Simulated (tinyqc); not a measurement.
Lossy on-chip transmission line with skin effect: two steps of the calculation.

A uniform line in a homogeneous dielectric: c = sqrt(er)/(c0 Z0), l = Z0 sqrt(er)/c0 (c0 = 299792458 m/s), g = w c td, w = 2 pi f. The resistance joins its limits as r = sqrt(r_dc^2 + r_hf^2), with r_dc = rho/(wd th), r_hf = kr rho/(2 delta (wd + th)), delta = sqrt(rho/(pi f mu0)), mu0 = 4 pi 1e-7 H/m; this is an interpolation, and internal inductance, up to 0.05 nH/mm at low frequency, is neglected.

Values chosen for this exercise:
```
symbol  value     unit                                  meaning
wd        5.4       um                       width of the strip
th        2.8       um                   thickness of the strip
rho       1.8  uohm cm                              resistivity
er        3.9                             relative permittivity
td          0                                      loss tangent
Z0         75      ohm             lossless impedance sqrt(l/c)
kr          2           factor for crowding and the return path
Rg         25      ohm                        source resistance
RL         50      ohm                          load resistance
CL        300       fF                         load capacitance
f         9.4      GHz                                frequency
```

Problem 1. Line constants. delta, r_dc, r_hf, r, l, c and g as defined.

Find: delta; r_dc; r_hf; r; l; c; g.

Solution 1.

delta = 0.6965 um
r_dc = 1.190 ohm/mm
r_hf = 3.152 ohm/mm
r = 3.369 ohm/mm
l = 0.4941 nH/mm
c = 87.83 pF/m
g = 0 S/m

r is 2.83 times r_dc; the skin depth is 0.249 of the thickness.

Problem 2. Reflection, input impedance and transfer. ZL = 1/(1/RL + i w CL); reflection (ZL - Zc)/(ZL + Zc); Zin = Zc (ZL + Zc tanh(gamma len))/(Zc + ZL tanh(gamma len)); H = V_load/V_source = [Zin/(Zin + Rg)]/[cosh(gamma len) + (Zc/ZL) sinh(gamma len)].

gamma len = 0.0739993+1.2860368i
Zc = 75.124469-4.322706i ohm

Find: ZL; reflection at the load; Zin; H; |H|.

Solution 2.

ZL = 28.01-24.82i ohm
reflection at the load = -0.3710-0.3035i
Zin = 71.84+60.66i ohm
H = -0.1567-0.4183i
|H| = -7.000 dB

Program tinyqc, `OMP_NUM_THREADS=1 python tinyqc.py 2810111 2810112 out.jsonl`; Intel Xeon 2.30GHz, shared host, one thread, about 0.01 s.
